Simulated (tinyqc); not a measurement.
Lossy on-chip transmission line with skin effect: two steps of the calculation.

A uniform line in a homogeneous dielectric: c = sqrt(er)/(c0 Z0), l = Z0 sqrt(er)/c0 (c0 = 299792458 m/s), g = w c td, w = 2 pi f. The resistance joins its limits as r = sqrt(r_dc^2 + r_hf^2), with r_dc = rho/(wd th), r_hf = kr rho/(2 delta (wd + th)), delta = sqrt(rho/(pi f mu0)), mu0 = 4 pi 1e-7 H/m; this is an interpolation, and internal inductance, up to 0.05 nH/mm at low frequency, is neglected.

Inputs (values chosen for the exercise): width of the strip wd = 2.9 um; thickness of the strip th = 1.5 um; resistivity rho = 2 uohm cm; relative permittivity er = 3.9; loss tangent td = 0.002; lossless impedance sqrt(l/c) Z0 = 40 ohm; factor for crowding and the return path kr = 2; source resistance Rg = 100 ohm; load resistance RL = 50 ohm; load capacitance CL = 300 fF; frequency f = 0.29 GHz.

Task 1. Line constants. delta, r_dc, r_hf, r, l, c and g as defined.

Find: delta; r_dc; r_hf; r; l; c; g.

Result 1.

delta = 4.180 um
r_dc = 4.598 ohm/mm
r_hf = 1.088 ohm/mm
r = 4.725 ohm/mm
l = 0.2635 nH/mm
c = 164.7 pF/m
g = 6.001e-4 S/m

r is 1.03 times r_dc; the skin depth is 2.79 of the thickness.

Task 2. Reflection, input impedance and transfer. ZL = 1/(1/RL + i w CL); reflection (ZL - Zc)/(ZL + Zc); Zin = Zc (ZL + Zc tanh(gamma len))/(Zc + ZL tanh(gamma len)); H = V_load/V_source = [Zin/(Zin + Rg)]/[cosh(gamma len) + (Zc/ZL) sinh(gamma len)].

gamma len = 0.019508470+0.021548072i
Zc = 93.426945-84.244354i ohm

Give: ZL; reflection at the load; Zin; H; |H|.

Result 2.

ZL = 49.963-1.366i ohm
reflection at the load = -0.47787+0.29269i
Zin = 53.564-1.615i ohm
H = 0.32520-0.00936i
|H| = -9.7533 dB

Program tinyqc, `OMP_NUM_THREADS=1 python tinyqc.py 2810223 2810224 out.jsonl`; Intel Xeon 2.30GHz, shared host, one thread, about 0.01 s.
